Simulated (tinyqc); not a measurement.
Lossy interposer transmission line with skin effect: one step of the calculation.

A uniform line in a homogeneous dielectric: c = sqrt(er)/(c0 Z0), l = Z0 sqrt(er)/c0 (c0 = 299792458 m/s), g = w c td, w = 2 pi f. The resistance joins its limits as r = sqrt(r_dc^2 + r_hf^2), with r_dc = rho/(wd th), r_hf = kr rho/(2 delta (wd + th)), delta = sqrt(rho/(pi f mu0)), mu0 = 4 pi 1e-7 H/m; this is an interpolation, and internal inductance, up to 0.05 nH/mm at low frequency, is neglected.

Task. Reflection, input impedance and transfer. ZL = 1/(1/RL + i w CL); reflection (ZL - Zc)/(ZL + Zc); Zin = Zc (ZL + Zc tanh(gamma len))/(Zc + ZL tanh(gamma len)); H = V_load/V_source = [Zin/(Zin + Rg)]/[cosh(gamma len) + (Zc/ZL) sinh(gamma len)].

Inputs (values chosen for the exercise): source resistance Rg = 50 ohm; load resistance RL = 100 ohm; load capacitance CL = 100 fF; frequency f = 3.4 GHz.

gamma len = 0.4203866+2.1660647i
Zc = 40.761309-7.068232i ohm

Wanted: ZL; reflection at the load; Zin; H; |H|.

Result.

ZL = 95.64-20.43i ohm
reflection at the load = 0.4056-0.0162i
Zin = 36.46+5.75i ohm
H = -0.2620-0.3173i
|H| = -7.714 dB

Numbers from tinyqc (`OMP_NUM_THREADS=1 python tinyqc.py 2810108 2810109 out.jsonl`; about 0.01 s on one thread of a shared Intel Xeon 2.30GHz).
